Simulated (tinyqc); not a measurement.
Sublattice potential against complex hopping: Haldane model. Computed by the program tinyqc. H_AA = delta - 2 t2 sum cos(k.b + phi), H_BB = -delta - 2 t2 sum cos(k.b - phi), H_AB = -t1 (1 + exp(-i k.a1) + exp(-i k.a2)), b = a1, a2 - a1, -a2, m = 3 sqrt3 t2 sin(phi); the sign of the Chern number follows the orientation k1 then k2.

Honeycomb lattice:
```
parameter     value
t1 (eV)    1.960000
t2 (eV)    0.260000
phi (rad)  1.550000
```

Gaps at the two valleys (eV) and Chern number of the lower band (12 x 12 mesh):
```
delta   gap 2|delta - m|  gap 2|delta + m|  Chern number
-2.431             7.563             2.161             0
-1.756             6.213             0.811             0
-0.810             4.321             1.081            -1
0.000              2.701             2.701            -1
0.540              1.621             3.781            -1
1.013              0.675             4.727            -1
1.688              0.675             6.077             0
2.701              2.701             8.103             0
```

What does the comparison show, and why?

Here |m| = 1.3507 eV. For |delta| < |m| the two valleys have masses of opposite sign and the Chern number is +/-1; one gap closes at |delta| = |m|, and beyond it the band is trivial.
